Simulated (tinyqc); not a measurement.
Inside a calculation: WKB tunnelling through a gate dielectric with a two-band (Franz) dispersion. Values are carried at full precision from step to step, so a last printed digit may differ when a step is redone from the rounded ones.

Constants: hbar^2/2m0 = 3.80998211 eV angstrom^2.

Values chosen for the exercise (of the size used for HfO2 on silicon; shifted at random, so the results belong to these values and not to a real crystal): phi = 1.42 eV (barrier above the electron energy at the emitter); t = 58 angstrom (thickness); V = 3.1 V (voltage across the layer); Eg = 5.62 eV (gap of the dielectric); m = 0.21 m0 (mass at the conduction edge).

## Shape of the barrier

Field V/t (1 V/angstrom = 100 MV/cm), the end of the forbidden region x_e = min(t, phi t/V), and u there.

field = 5.34 MV/cm
x_e = 26.57 angstrom
u(x_e) = 0.000 eV

V >= phi: a triangle, Fowler-Nordheim tunnelling into the conduction band of the dielectric.

## Decay constant through the layer

At depth x the conduction edge lies u(x) = phi - V x/t above the electron. Parabolic: kappa = sqrt(m u/c). Franz: kappa = sqrt(m u (1 - u/Eg)/c), which vanishes at both band edges. c = hbar^2/2m0. T = exp(-2 integral of kappa dx) over the region u > 0; no image force, no prefactor, zero transverse momentum. The region ends at x_e = min(t, phi t/V); x_e < t is the Fowler-Nordheim regime.

Nine points x = j x_e/8.

kappa (1/angstrom):
```
x (angstrom)  u (eV)  parabolic   Franz
0.000         1.4200     0.2798  0.2419
3.321         1.2425     0.2617  0.2310
6.642         1.0650     0.2423  0.2181
9.963         0.8875     0.2212  0.2030
13.284        0.7100     0.1978  0.1849
16.605        0.5325     0.1713  0.1630
19.926        0.3550     0.1399  0.1354
23.247        0.1775     0.0989  0.0973
26.568        0.0000     0.0000  0.0000
```

At the emitter the Franz value is 13.6 % below the parabolic one, the factor sqrt(1 - phi/Eg).

## The integrals by Simpson's rule

Weights 1, 4, 2, 4, 2, 4, 2, 4, 1 times a third of the spacing.

integral of kappa dx: parabolic 4.928, Franz 4.534

## The integrals in closed form

Parabolic: (2/3) sqrt(m/c) (t/V) (phi^(3/2) - u_e^(3/2)). Franz: sqrt(m/c) Eg^(3/2) (t/V) (f(phi/Eg) - f(u_e/Eg)) with f(y) = ((2y - 1) sqrt(y (1 - y)) + arcsin(sqrt y))/4. u_e = max(phi - V, 0). T = exp(-2 I).

integral of kappa dx: parabolic 4.9551, Franz 4.5607

T: parabolic 4.97e-05, Franz 0.000109

The two-band dispersion raises T by a factor 2.2.

## Checks

- Franz integral in closed form against adaptive quadrature: both 4.56067.

Computed by tinyqc, a small Python program: `OMP_NUM_THREADS=1 python tinyqc.py 1482403 1482404 out.jsonl` (the numbers bound the seed that draws the inputs); one thread of a shared host (Intel(R) Xeon(R) Processor @ 2.30GHz), about 0.01 s for the whole set of steps.
